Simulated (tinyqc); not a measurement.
Rise against time: self-heating of a transistor with one or more fingers, with temperature-dependent conductivity. Computed by tinyqc, a small Python program. Command: `OMP_NUM_THREADS=1 python tinyqc.py 3000258 3000259 out.jsonl selfheat walk`. One thread of a shared host (Intel(R) Xeon(R) Processor @ 2.30GHz), about 0.07 s of CPU time with the checks.

N long parallel fingers lie on the top face of a slab whose bottom is held at T_0; the top is otherwise insulated, and heat flows in two dimensions. P in W/mm is 1000 P in W/m.

Inputs (values chosen for the exercise, modelled on indium phosphide):

| quantity | value | unit |
|---|---|---|
| conductivity at the base temperature kappa_0 | 70.3 | W/(m K) |
| power per gate width P | 1.9 | W/mm |
| fingers N | 1 | - |
| finger pitch s | 19 | micrometre |
| width of the heat source w | 0.18 | micrometre |
| substrate thickness t | 210 | micrometre |
| heat capacity C | 1.52 | 1e6 J/(m^3 K) |
| pulse length | 120 | microsecond |

Power: fixed power.

Method:
- A line source of power P on the top face raises the top at distance x by (P/(pi kappa_0)) g(x), g(x) = -ln tanh(pi x/(4 t)) (the image sum for the slab). On a strip of width w the centre sees the mean of g over the strip, g_0 = 1 + ln(8 t/(pi w)) for w much below t.
- theta_i = (P/(pi kappa_0)) [g_0 + sum over j != i of g(|i - j| s)], with equal powers and constant conductivity; thermal resistance = largest theta/P.
- After switching on, theta(tau) = (P D/kappa_0) int_0^tau X(u) Z(u) du at the hottest finger, D = kappa_0/C; X = sum over fingers at distance x of [erf((x + w/2)/r) - erf((x - w/2)/r)]/(2 w), Z = sum_(j=-200..200) (-1)^j exp(-(2 j t/r)^2)/sqrt(pi D u), r = 2 sqrt(D u); trapezoid rule on 300 points evenly spaced in ln u from u_0 = 1e-3 min(tau, w^2/D) to tau, plus the exact piece 2 sqrt(u_0/(pi D))/w below u_0. Conductivity and power are held at their base values here, and Fourier's law is used even where the diffusion length is near a phonon free path.

diffusivity D = 46.25 micrometre^2/microsecond

theta of each finger (K): 77.3976

largest theta = 77.3976 K

Heating curve:

| time (microsecond) | sqrt(D time) (micrometre) | rise (K) | share of the steady rise |
|---|---|---|---|
| 9.50e-04 | 0.20961 | 19.422 | 0.2509 |
| 0.0095 | 0.66285 | 29.268 | 0.3781 |
| 0.095 | 2.0961 | 39.166 | 0.506 |
| 0.95 | 6.6285 | 49.07 | 0.634 |
| 9.5 | 20.961 | 58.975 | 0.762 |
| 48 | 47.117 | 65.943 | 0.852 |
| 190 | 93.742 | 71.851 | 0.9283 |
| 570 | 162.37 | 75.919 | 0.9809 |
| 1400 | 254.46 | 77.275 | 0.9984 |

What follows from these numbers?

Half the steady rise is reached between 0.0095 and 0.095 microseconds, and the last row holds 99.8 % of it; the slowest time constant is 4 t^2/(pi^2 D) = 386 microseconds. While the diffusion length lies between w and the pitch or thickness, the rise grows as the logarithm of time.

Extremes, crossings and ranges named in words are read from the listed rows.
